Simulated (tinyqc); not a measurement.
Size effects in the resistivity of thin metal films and interconnect lines: one step, computed by the program tinyqc. Command: `OMP_NUM_THREADS=1 python tinyqc.py 3004910 3004911 out.jsonl size walk`. One thread of a shared host (Intel(R) Xeon(R) Processor @ 2.30GHz), about 0.01 s of CPU time with the checks.

Electrons lose their drift at surfaces (a share 1 - p of the hits) and at grain boundaries (reflection R), besides bulk scattering.

Task: Grain boundaries. Mayadas-Shatzkes: alpha = (lambda/D) R/(1 - R); rho_b/rho = 1 - 3 alpha/2 + 3 alpha^2 - 3 alpha^3 ln(1 + 1/alpha).

Inputs (values chosen for the exercise, modelled on molybdenum): bulk mean free path lambda = 11.4 nm; grain-boundary reflection R = 0.46.

Geometry: film.

grain size D = 252 nm

Give: alpha; rho/rho_b from grains.

Result:

alpha = 0.03854

rho/rho_b from grains = 1.057

The linear estimate 1 + 3 alpha/2 gives 1.058, within 2 %.
